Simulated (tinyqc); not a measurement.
Vibrations of a mass or spring defect in a linear chain: one step, computed by the program tinyqc. Command: `OMP_NUM_THREADS=1 python tinyqc.py 3013835 3013836 out.jsonl localmode walk`. One thread of a shared host (Intel(R) Xeon(R) Processor @ 2.30GHz), about 0.01 s of CPU time with the checks.

A ring of N atoms with nearest-neighbour springs k and motion along the chain. Atom 1 is the defect, of mass M', and its two springs are k'. Odd sites are A (the defect replaces an A atom), even sites B.

Task: Dynamical matrix of the ring. D_ii = (sum of the two springs at i)/M_i, D_ij = -k_ij/sqrt(M_i M_j) for neighbours, closed into a ring.

Inputs (values chosen for the exercise, for a model chain):
```
quantity                         value           unit
spring constant k                 3.23  eV/angstrom^2
mass M_A                          84.5              u
mass M_B                          24.9              u
defect mass M'                    23.8              u
spring ratio k'/k at the defect      1              -
atoms in the ring N                 12              -
```

Host: diatomic.

Give: D.

Result:

D (eV/(angstrom^2 u)), lower triangle (symmetric):
```
          1        2        3        4        5        6        7        8
1    0.2714
2   -0.1327   0.2594
3    0.0000  -0.0704   0.0764
4    0.0000   0.0000  -0.0704   0.2594
5    0.0000   0.0000   0.0000  -0.0704   0.0764
6    0.0000   0.0000   0.0000   0.0000  -0.0704   0.2594
7    0.0000   0.0000   0.0000   0.0000   0.0000  -0.0704   0.0764
8    0.0000   0.0000   0.0000   0.0000   0.0000   0.0000  -0.0704   0.2594
9    0.0000   0.0000   0.0000   0.0000   0.0000   0.0000   0.0000  -0.0704
10   0.0000   0.0000   0.0000   0.0000   0.0000   0.0000   0.0000   0.0000
11   0.0000   0.0000   0.0000   0.0000   0.0000   0.0000   0.0000   0.0000
12  -0.1327   0.0000   0.0000   0.0000   0.0000   0.0000   0.0000   0.0000

          9       10       11      12
9    0.0764
10  -0.0704   0.2594
11   0.0000  -0.0704   0.0764
12   0.0000   0.0000  -0.0704  0.2594
```
